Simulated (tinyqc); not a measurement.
Permeation of metal atoms or ions through a thin barrier or dielectric: time lag, field-aided drift and lifetime: one step, computed by the program tinyqc.

The film 0 < x < d is empty at first; C = C0 at x = 0 and C = 0 at x = d. dC/dt = D d2C/dx2 - v dC/dx with drift v = D z e V/(k_B T d) (uniform field, no space charge).

Problem. Time to the critical dose. Steady flux J = (D C0/d) P/(1 - exp(-P)); time lag in units of d^2/D: s_L = [P (1 + exp(-P))/(1 - exp(-P)) - 2]/P^2 (P = 0: J = D C0/d, s_L = 1/6). Dose through the film Q(s) = C0 d {f (s - s_L) - 2 exp(P/2) sum_(n=1..200) (-1)^n n^2 pi^2 exp(-l_n s)/l_n^2}, l_n = n^2 pi^2 + P^2/4, f = P/(1 - exp(-P)) the relative flux. Temperatures in kelvin are T(C) + 273.15. Solve Q = Q_c for s. At the use temperature D and P take T_u, with the same C0 and V; 1 year = 3.15576e7 s.

Inputs (values chosen for the exercise, for a model case: singly charged ions through a dielectric):
```
quantity,value,unit
thickness d,25,nm
prefactor D0,5.1e-07,cm^2/s
activation energy E,0.76,eV
concentration at the source side C0,7e+14,1/cm^3
charge number z,1,-
voltage V (positive drives ions across),0.049,V
critical dose Q_c,7e+08,1/cm^2
test temperature T,200,C
use temperature T_u,70,C
```

Peclet number P = 1.201778

time scale d^2/D = 1525.750 s

Constants: k_B = 8.617333262e-05 eV/K.

Give: s at the critical dose; failure time at T; failure time at T_u.

Solution.

s at the critical dose = 0.3919

failure time at T = 598.0 s

failure time at T_u = 0.01973 years

Caution: grain boundaries, pinholes, trapping and space charge are left out; thin real barriers usually fail at defects.
